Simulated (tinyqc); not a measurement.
Inside a calculation: three-band tight binding of a dichalcogenide monolayer. Values are carried at full precision from step to step, so a last printed digit may differ when a step is redone from the rounded ones.

Basis dz2, dxy, dx2-y2 on a triangular lattice, nearest neighbours; alpha = kx a/2, beta = sqrt3 ky a/2. h0 = e1 + 2 t0 (cos 2alpha + 2 cos alpha cos beta); h1 = -2 sqrt3 t2 sin alpha sin beta + 2i t1 (sin 2alpha + sin alpha cos beta); h2 = 2 t2 (cos 2alpha - cos alpha cos beta) + 2i sqrt3 t1 cos alpha sin beta; h11 = e2 + 2 t11 cos 2alpha + (t11 + 3 t22) cos alpha cos beta; h22 = e2 + 2 t22 cos 2alpha + (3 t11 + t22) cos alpha cos beta; h12 = sqrt3 (t22 - t11) sin alpha sin beta + 4i t12 sin alpha (cos alpha - cos beta) + i lam sz. H = [[h0, h1, h2], [., h11, h12], [., ., h22]], Hermitian; the lowest band of each spin is filled. K = (4 pi/3a, 0), M = (pi/a, pi/(sqrt3 a)).

Parameters, chosen for this exercise (near a published set for monolayer MoS2; not measured data):
- a = 3.197 angstrom (lattice constant)
- e1 = 1.053 eV (level of dz2)
- e2 = 2.112 eV (level of dxy and dx2-y2)
- t0 = -0.18 eV (hopping)
- t1 = 0.395 eV (hopping)
- t2 = 0.509 eV (hopping)
- t11 = 0.216 eV (hopping)
- t12 = 0.34 eV (hopping)
- t22 = 0.058 eV (hopping)
- lam = 0.072 eV (spin-orbit constant)
- sz = -1 (spin)
- k = (1.19, 0.55) 1/angstrom (wave vector)

## H at one k

Form alpha, beta and the matrix.

alpha, beta (rad): 1.90221  1.52278

H (eV), lower triangle (Hermitian):
```
,z2,xy,x2-y2
z2,1.3480
xy,-1.6654+0.4503i,1.7654
x2-y2,-0.7865+0.4447i,-0.2585+0.5522i,2.0095
```

## Levels and weights

Diagonalise H.

levels (eV): -0.5655  2.2112  3.4772

weights:
```
,band 1,band 2,band 3
z2,0.502,0.080,0.418
xy,0.366,0.183,0.451
x2-y2,0.132,0.737,0.131
```

## Closed forms at K and Gamma

Three-band model of dz2 (level e1) and dxy, dx2-y2 (level e2), spin sz = +/-1; t1 and t2 drop out at these points. At K: e2 - (3/2)(t11 + t22) - 3 sqrt3 t12 + lam sz (valence), e1 - 3 t0 (conduction), e2 - (3/2)(t11 + t22) + 3 sqrt3 t12 - lam sz. At Gamma: e1 + 6 t0 (valence) and e2 + 3 (t11 + t22) -/+ lam.

Levels (eV):
```
point,band 1,band 2,band 3
"K, spin up",0.0063,1.5930,3.3957
"K, spin down",-0.1377,1.5930,3.5397
Gamma,-0.0270,2.8620,3.0060
```

smallest direct gap at K = 1.5867 eV
Ev(K) - Ev(Gamma) = 0.0333 eV

Of the two points, the valence band is higher at K, by 33 meV. The dz2 conduction state at K has no atomic orbital angular momentum (Lz = 0) and is not split at this order.

## Bands for both spins

The two lowest bands at the points named.

Levels (eV):
```
k,"v, up","c, up","v, down","c, down"
G,-0.0270,2.8620,-0.0270,2.8620
G-K 0.25,-0.2046,2.7798,-0.2174,2.8349
G-K 0.5,-0.4651,2.7895,-0.5192,2.9104
G-K 0.6,-0.4934,2.7757,-0.5641,2.7468
G-K 0.75,-0.3681,2.2725,-0.4650,2.2358
G-K 0.9,-0.0914,1.7389,-0.2215,1.7268
K,0.0063,1.5930,-0.1377,1.5930
K-M 0.5,-0.3551,2.0594,-0.4422,2.0337
M,-0.5702,2.1530,-0.5702,2.1530
M-G 0.5,-0.4102,2.5399,-0.4102,2.5399
```

The spins are degenerate from M to Gamma, since a vertical mirror plane holds this line and flips sz, and the valence splitting is largest at K (144 meV). The lowest conduction level listed is at K. With nearest neighbours alone the model is made for the neighbourhood of K.

## Checks

- Closed forms at K against the matrix: they agree to 1e-10 or better.

Run: tinyqc, `OMP_NUM_THREADS=1 python tinyqc.py 1481554 1481555 out.jsonl`; Intel(R) Xeon(R) Processor @ 2.30GHz, one thread, shared host; about 0.02 s of CPU time with all checks.
